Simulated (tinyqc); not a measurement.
Where the concentration falls to given levels: concentration-dependent dopant diffusion with charged defects and the built-in field. Computed by tinyqc, a small Python program. Command: `OMP_NUM_THREADS=1 python tinyqc.py 3026468 3026469 out.jsonl extrinsic walk`. One thread of a shared host (Intel(R) Xeon(R) Processor @ 2.30GHz), about 0.06 s of CPU time with the checks.

A constant source C_s feeds a half space. The dopant moves through neutral point defects and through charged ones, whose number grows with the majority carrier density n.

Inputs (values chosen for the exercise, modelled on arsenic in silicon):
```
quantity                        value    unit
neutral prefactor D0x          0.0112  cm^2/s
neutral activation energy E0     3.45      eV
singly charged prefactor D01     33.1  cm^2/s
activation energy E1             4.16      eV
surface concentration C_s     1.4e+19  1/cm^3
temperature T                     925       C
time t                           2400       s
```

Field enhancement: off.

Constants: k_B = 8.617333262e-05 eV/K.

Method:
- n_i = 3.87e16 T^1.5 exp(-7014/T) per cm^3 (T in kelvin, an empirical form); each D = prefactor x exp(-E/(k_B T)); the intrinsic diffusivity D_i is their sum.
- Temperatures in kelvin are T(C) + 273.15.
- n = C/2 + sqrt(C^2/4 + n_i^2); D(C) = h [Dx + D1 (n/n_i)], h = 1.
- With y = x/sqrt(D_s t), u = C/C_s and q = -(D/D_s) du/dy: du/dy = -q D_s/D, dq/dy = -(y/2) q D_s/D, u(0) = 1. The surface flux q(0) is shot so that u tends to 0 (LSODA, an adaptive multistep solver, relative tolerance 1e-10). Dose Q = 2 q(0) C_s sqrt(D_s t).
- For comparison, erfc profiles with a constant D: x = 2 sqrt(D t) erfc^-1(C/C_s), with D = D_i and D = D_s.

partial diffusivities (cm^2/s): Dx 3.44733e-17, D1 1.05104e-16

n_i = 4.60370e+18 1/cm^3

surface diffusivity D_s = 3.85564e-16 cm^2/s

intrinsic diffusivity D_i = 1.39578e-16 cm^2/s

Depth (nm):
```
C/C_s       D/D_s    full  erfc with D_i  erfc with D_s
8.00e-01  0.85026   3.723          2.074          3.447
5.00e-01  0.63909   8.798          5.521          9.176
2.00e-01  0.45723  14.422         10.490         17.434
1.00e-01  0.40659  17.283         13.463         22.377
3.00e-02  0.37473  21.191         17.763         29.522
1.00e-02  0.36619  24.177         21.084         35.042
1.00e-03  0.36242  29.517         26.934         44.765
1.00e-04  0.36205  34.097         31.845         52.928
```

What follows from these numbers?

The depth between C/C_s = 0.1 and 1e-4 spans 16.8 nm in the full profile, against 18.4 nm for D_i and 30.6 nm for D_s; the ratio of the depths at 1e-4 and at 0.5 is 3.88, against 5.77 for any erfc. The profile is moderately steepened. Caution: the built-in field is switched off although C_s exceeds n_i; with it D_s would be larger by the factor 1 + C_s/sqrt(C_s^2 + 4 n_i^2).
